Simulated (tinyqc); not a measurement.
From ratio -V_in/V_out back to boundary conductance G under the metal: time-domain thermoreflectance: layered heat flow under a modulated pulse train, and what the signal ratio measures. Computed by tinyqc, a small Python program. Command: `OMP_NUM_THREADS=1 python tinyqc.py 3110487 3110488 out.jsonl tdtr inv`. One thread of a shared host (Intel(R) Xeon(R) Processor @ 2.30GHz), about 0.5 s of CPU time with the checks.

Pulses repeat at 80 MHz; heat is laid down at the surface, all layers are isotropic, and the film is in perfect contact with the substrate.

Inputs (values chosen for the exercise, modelled on aluminium on sapphire):
```
quantity                               value        unit
metal thickness d                        110          nm
metal conductivity                       150     W/(m K)
metal heat capacity                     2.42  MJ/(m^3 K)
film thickness                            76          nm
film conductivity                        1.1     W/(m K)
film heat capacity                       1.8  MJ/(m^3 K)
substrate conductivity kappa            33.8     W/(m K)
substrate heat capacity C               3.01  MJ/(m^3 K)
modulation frequency f                     5         MHz
spot radius w (1/e^2, pump and probe)    3.1  micrometre
delay t                                  270          ps
```

Stack: metal, film, substrate.

Method:
- For radial wave number k and angular frequency W each layer has u = sqrt(4 pi^2 k^2 + i W C/kappa) and gamma = kappa u. Surface impedance from below: Z = 1/gamma for the substrate; a layer of thickness L maps Z to (Z + tanh(u L)/gamma)/(1 + gamma Z tanh(u L)); a boundary adds 1/G.
- Response per absorbed watt H(W) = 2 pi int_0^(2/w) Z(k, W) exp(-pi^2 k^2 w^2) k dk by 20 Gauss-Legendre points.
- Signal: X + iY = sum_(m = -M..M) H(2 pi (f + m f_r)) exp(i 2 pi m f_r t) exp(-pi (m/M)^2 x 4), f_r = 80 MHz, M = 4000, with H(-W) the complex conjugate of H(W); V_in = X, V_out = Y, ratio = -V_in/V_out.

Task: A run gave the result below. Find the boundary conductance G under the metal, known to lie between 80 and 220 MW/(m^2 K).

ratio -V_in/V_out = 2.419416

Result:

Each step takes the trial c = (a f_b - b f_a)/(f_b - f_a), f being the result less the target and a, b, c the logarithms of the listed values; c replaces end b, the old b replaces a if the sign of f changed, and otherwise f_a is halved.

Scan of the range:
```
boundary conductance G under the metal (MW/(m^2 K))  ratio -V_in/V_out
80.0                                                           2.35905
94.7                                                           2.38051
112.0                                                          2.39802
133.0                                                          2.41257
157.0                                                          2.42389
186.0                                                          2.43317
220.0                                                          2.44050
```

False position (Illinois rule, in the logarithm of the input) inside the bracket:
```
step    end a    end b    trial  ratio -V_in/V_out
1     133.000  157.000  147.035            2.41971
2     133.000  147.035  145.890            2.41918
3     147.035  145.890  146.401            2.41942
4     145.890  146.401  146.399            2.41942
```

Ratio -V_in/V_out rises at every point of a 13-point scan of the range (every second point is shown), so one value fits; it is bracketed by 133 and 157. Answer: boundary conductance G under the metal = 146.4 MW/(m^2 K).
